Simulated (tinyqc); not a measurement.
Kinetics of strain relaxation and threading dislocations in mismatched semiconductor layers: one step, computed by the program tinyqc. Command: `OMP_NUM_THREADS=1 python tinyqc.py 3012646 3012647 out.jsonl threading walk`. One thread of a shared host (Intel(R) Xeon(R) Processor @ 2.30GHz), about 0.01 s of CPU time with the checks.

60-degree dislocations on {111} planes of a (001) layer, isotropic elasticity. The Schmid factor is 1/sqrt(6), and a misfit segment relieves strain with b/2.

Question. Excess stress and glide velocity at the start. Excess resolved stress tau = (1/sqrt 6) [2 G (1 + nu)/(1 - nu)] (e - e_eq), e_eq = b (1 - nu/4) [ln(h/b) + 1]/(4 pi (1 + nu) h), the Matthews-Blakeslee strain of an uncapped layer; glide velocity v = v0 tau exp(-Q/(k_B T)), tau in MPa.

Inputs (values chosen for the exercise, modelled on Si(0.7)Ge(0.3) on Si): misfit f = 0.0126; shear modulus G = 62.1 GPa; Poisson ratio nu = 0.27; Burgers vector b = 3.89 angstrom; glide activation energy Q = 1.97 eV; velocity prefactor v0 = 29000 m/s per MPa; layer thickness h = 45 nm; anneal temperature T = 720 K.

Constants: k_B = 8.617333262e-05 eV/K.

Give: equilibrium strain e_eq; excess stress tau; mobility v/tau; initial velocity.

Answer.

equilibrium strain e_eq = 0.002905

excess stress tau = 855.2 MPa

mobility v/tau = 4.710e-10 m/s per MPa

initial velocity = 0.4028 micrometre/s
